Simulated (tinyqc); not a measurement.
From results back to parameters: carrier statistics of a doped semiconductor with parabolic bands. Three cases, with inputs chosen for the exercise.

Problem. With Boltzmann statistics and no minority carriers, n (n + NA)/(ND - NA - n) = K(T) = (N(T)/2) exp(-E/kB T), E the ionisation energy of the majority dopant and N = 2 (m kB T/(4 pi c))^(3/2) with c = hbar^2/2m0, in 1/angstrom^3; times 1e24 for 1/cm^3, m = m_d. The density below was computed from a hidden E.

Constants: hbar^2/2m0 = 3.80998211 eV angstrom^2; kB = 8.617333262e-05 eV/K.

Case 1.

Values chosen (near those of SiC; the results hold for these values, not for the real material):
- ND = 2.2e+16 1/cm^3 (donors)
- NA = 2.3e+15 1/cm^3 (acceptors)
- m_d = 0.805 m0 (density-of-states mass of the majority band)
- Ta = 78 K

n(Ta) = 9.4880e+14 1/cm^3

Case 2.

Values chosen (near those of InSb; the results hold for these values, not for the real material):
- ND = 3.9e+12 1/cm^3 (donors)
- NA = 2.7e+12 1/cm^3 (acceptors)
- m_d = 0.013 m0 (density-of-states mass of the majority band)
- Ta = 10 K

n(Ta) = 1.0807e+12 1/cm^3

Case 3.

Values chosen (near those of InSb; the results hold for these values, not for the real material):
- ND = 5.9e+12 1/cm^3 (donors)
- NA = 4.1e+12 1/cm^3 (acceptors)
- m_d = 0.014 m0 (density-of-states mass of the majority band)
- Ta = 10 K

n(Ta) = 1.5761e+12 1/cm^3

Find: K(Ta); E.

Solution. The left side gives K; then E = kB T ln(N/(2 K)).

Case 1.

K(Ta) = 1.64e+14 1/cm^3
E = 0.0598 eV

Case 2.

K(Ta) = 3.43e+13 1/cm^3
E = 0.0010 eV

Case 3.

K(Ta) = 4.00e+13 1/cm^3
E = 0.0010 eV

Computed by tinyqc, one run a case: `OMP_NUM_THREADS=1 python tinyqc.py N N+1 out.jsonl` with N = 1680053, 1680092, 1680167; one thread of a shared Intel(R) Xeon(R) Processor @ 2.30GHz, about 0.01 s a run at most.
